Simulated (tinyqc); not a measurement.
Inside a calculation. Model: out-diffusion of a doped substrate or buried layer into a growing epitaxial film. Computed by tinyqc, a small Python program that keeps every step. Command: `OMP_NUM_THREADS=1 python tinyqc.py 3025344 3025345 out.jsonl buried walk`. One thread of a shared host (Intel(R) Xeon(R) Processor @ 2.30GHz), about 0.01 s of CPU time with the checks. Intermediate numbers are printed to about 5 digits and carried at full precision; extremes and crossings named in words are read from the listed rows.

x is counted from the original substrate surface into the film, whose surface moves as x = v t. Substrate dopant has one diffusivity; the dopant of the film is taken as uniform.

Inputs (values chosen for the exercise, modelled on phosphorus in silicon):
```
quantity                                            value    unit
prefactor D0                                         5.18  cm^2/s
activation energy E                                  3.67      eV
substrate concentration C_s                       1.6e+18  1/cm^3
film doping C_e                                   2.6e+16  1/cm^3
growth rate v                                        0.94  um/min
film thickness d                                      7.3      um
growth temperature T                                 1025       C
autodoping level at the start, as a share of C_s    8e-05       -
decay length of autodoping                           0.48      um
later thermal budget (Dt)2                        2.5e-10    cm^2
```

Film doping: opposite type.

Constants: k_B = 8.617333262e-05 eV/K.

## Scales

D = D0 exp(-E/(k_B T)); growth time t = d/v; l = 2 sqrt(D t); growth number G = v t/l = d/l; 1 um = 1e-4 cm. Temperatures in kelvin are T(C) + 273.15.

diffusivity D = 2.9267e-14 cm^2/s

growth time t = 7.7660 min

length l = 0.073857 um

growth number G = 98.840

The surface outruns diffusion, so the film acts as an infinite medium.

## Moving boundary against the simple erfc

For a surface that grows from dopant-free material and loses none by evaporation, with u = x/l and s = G - u: C/C_s = (1/2) [erfc(u) + (1 + 4 G (G + s)) exp(4 G s) erfc(G + s) - (4G/sqrt(pi)) exp(-u^2)]; for large G it tends to (1/2) erfc(u). Early in the growth G = sqrt(v x_s/(4 D)) for the thickness x_s reached so far; rows give C at the interface (u = 0) and at the surface (u = G).

The first stage of growth:
```
G     C/C_s at the interface  C at the surface (1/cm^3)  simple erfc there (1/cm^3)   ratio  thickness x_s (nm)
0.10                 0.82403                 1.2697e+18                  7.1003e+17  1.7883          7.4723e-03
0.25                 0.67967                 8.7861e+17                  5.7894e+17  1.5176          4.6702e-02
0.50                 0.57719                 4.4777e+17                  3.8360e+17  1.1673          1.8681e-01
0.75                 0.53808                 2.1055e+17                  2.3108e+17  0.9112          4.2032e-01
1.00                 0.52090                 9.0864e+16                  1.2584e+17  0.7221          7.4723e-01
1.50                 0.50794                 1.2842e+16                  2.7116e+16  0.4736          1.6813e+00
2.00                 0.50373                 1.2250e+15                  3.7422e+15  0.3274          2.9889e+00
2.50                 0.50202                 7.7027e+13                  3.2556e+14  0.2366          4.6702e+00
3.00                 0.50121                 3.1365e+12                  1.7672e+13  0.1775          6.7251e+00
```

At the interface the value falls from 0.824 towards 1/2 as G grows; among these rows it is within 1 % of 1/2 from G = 2 on. At the surface the ratio to the simple erfc goes from 1.788 to 0.177: a fixed wall would double the value, while fresh undoped material dilutes a fast-moving surface. The surface value drops below C_e = 2.6e16 by the row at 1.68 nm; the finished film has G = 98.8. Caution: rows with a thickness or a length l = x_s/G below about 1 nm are formal for a continuum model.

## Transition width

After growth and the later budget: l2 = 2 sqrt(D t + (Dt)2); C(x) = (C_s/2) erfc(x/l2) + share x C_s exp(-x/decay length) for x > 0 (autodoping taken as unchanged by the later budget). The transition x_t solves C(x) = C_e, the metallurgical junction. Usable film = d - x_t. Also give x_t for the erfc term alone, after growth and after the later budget.

length l2 = 0.32474 um

x_t after growth, erfc alone = 0.11167 um

x_t after the later budget, erfc alone = 0.49098 um

x_t with autodoping = 0.49115 um

usable film = 6.8089 um

Solid-state diffusion sets the transition. The later budget is 18 times that of the growth.

## Profile in the film

Positions are 0.05, 0.2, 0.4, 0.6, 0.8, 1, 1.25 and 1.5 of x_t with autodoping (any beyond the film thickness are formal); net doping = |C - C_e|.

Concentrations (1/cm^3):
```
x/x_t   x (um)   diffusion  autodoping  net doping
0.05   0.02456  7.3187e+17  1.2162e+14  7.0599e+17
0.20   0.09823  5.3505e+17  1.0431e+14  5.0915e+17
0.40   0.19646  3.1379e+17  8.5008e+13  2.8788e+17
0.60   0.29469  1.5950e+17  6.9276e+13  1.3357e+17
0.80   0.39292  6.9645e+16  5.6455e+13  4.3702e+16
1.00   0.49115  2.5954e+16  4.6008e+13           0
1.25   0.61393  6.0026e+15  3.5623e+13  1.9962e+16
1.50   0.73672  1.0679e+15  2.7583e+13  2.4905e+16
```

Checks made by the program: conservation of dopant by the moving-boundary solution (relative difference below 1e-10).
